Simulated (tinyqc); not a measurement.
Inside a calculation. Model: thin-film transistor with exponential tail and deep states, accumulation layer.

Numbers from tinyqc (`OMP_NUM_THREADS=1 python tinyqc.py 2610056 2610057 out.jsonl`; about 0.02 s on one thread of a shared Intel Xeon 2.30GHz). Printed values are rounded.

An undoped film in accumulation, thicker than the space-charge layer. With band bending psi the Fermi level lies E0 - psi below the band edge. Free electrons n = n0 exp(psi/Vt) carry the current; electrons in two exponential distributions of traps, a = a0 exp(psi/Va) and d = d0 exp(psi/Vp), do not. Linear regime, ohmic contacts, traps in equilibrium.

Inputs (values chosen for the exercise); values close to those of amorphous indium gallium zinc oxide:
- T = 290 K (temperature)
- eps_r = 10 (relative permittivity of the semiconductor)
- Nc = 4.1e18 cm^-3 (density of extended states)
- mb = 23 cm^2/(V s) (band mobility)
- Nt = 3.1e18 cm^-3 (total density of tail states)
- Tt = 360 K (characteristic temperature of the tail)
- Nd = 6.1e16 cm^-3 (total density of deep states)
- Td = 1340 K (characteristic temperature of the deep states)
- E0 = 0.66 eV (bulk Fermi level below the band edge)
- Ci = 20 nF/cm^2 (gate capacitance)
- WL = 10 (ratio W/L)
- Vd = 0.05 V (drain voltage)
- Vg = 9.7 V (gate voltage above flat band)

Constants: q = 1.602176634e-19 C, kB = 1.380649e-23 J/K, Vt = kB T/q, eps0 = 8.8541878128e-14 F/cm where lengths are in cm. Results are converted to the units shown.

Range of the model: The Fermi level at the surface comes within 2 Vt of the band edge, where the exponential forms for free and trapped electrons fail. The th form assumes a Fermi level far below the band edge; at the surface it overcounts the filled tail by a factor of about 2.8.

## Bulk densities

Va = kB Tt/q, Vp = kB Td/q; n0 = Nc exp(-E0/Vt), a0 = Nt th(T/Tt) exp(-E0/Va), d0 = Nd th(T/Td) exp(-E0/Vp), th(x) = pi x/sin(pi x).

Va = 0.03102240 V
Vp = 0.1154723 V
th(T/Tt) = 4.412189
n0 = 1.389773e7 cm^-3
a0 = 7.878117e9 cm^-3
d0 = 2.172910e14 cm^-3

## Iteration 1: surface potential by Newton steps

psi at the start = 0.66 V

Va = kB Tt/q, Vp = kB Td/q. G(psi) = sum over the three kinds of c0 [V (exp(psi/V) - 1) - psi], field F = sqrt(2 q G/(eps0 eps_r)); Vg = psi + eps0 eps_r F/Ci at the surface. f = psi + eps0 eps_r F/Ci - Vg, f' = 1 + q rho/(Ci F) with rho = sum c0 (exp(psi/V) - 1); psi(new) = psi - f/f'.

F = 439.7021 kV/cm
f = 10.42603 V
f' = 326.0893
psi after iteration 1 = 0.6280271 V

## Iteration 2: surface potential by Newton steps

As before.

F = 259.1039 kV/cm
f = 2.398801 V
f' = 188.6811
psi after iteration 2 = 0.6153136 V

## Course of the iteration: surface potential by Newton steps

Stop when psi changes by less than 1e-10 V, or after 30 iterations. psi must stay between 0 and 5 V.

Course of the iteration:
```
iteration    psi (V)  |change| (V)
1          0.6280271        0.0320
2          0.6153136        0.0127
3          0.6137206       1.59e-3
4          0.6136986       2.20e-5
5          0.6136986       4.11e-9
6          0.6136986       < 1e-14
```

Converged in 6 iterations. At the end the number of correct digits about doubles with each step.

## Free and total charge, current

psi_s = 0.6136986 V

Va = kB Tt/q, Vp = kB Td/q. G(psi) = sum over the three kinds of c0 [V (exp(psi/V) - 1) - psi], field F = sqrt(2 q G/(eps0 eps_r)); Vg = psi + eps0 eps_r F/Ci at the surface. Total charge Q = Ci (Vg - psi_s); free charge Qf = q times the integral of n0 (exp(psi/Vt) - 1)/F over psi from 0 to psi_s; I = (W/L) mb Qf Vd; effective mobility mb Qf/Q.

surface densities (cm^-3): free 6.428849e17, tail 3.074857e18, deep 4.417533e16
Q = 181.7260 nC/cm^2
Qf = 20.10638 nC/cm^2
effective mobility = 2.544747 cm^2/(V s)
I = 231.2234 nA

11.1 % of the induced charge is free, against 17.1 % of the electrons right at the surface.
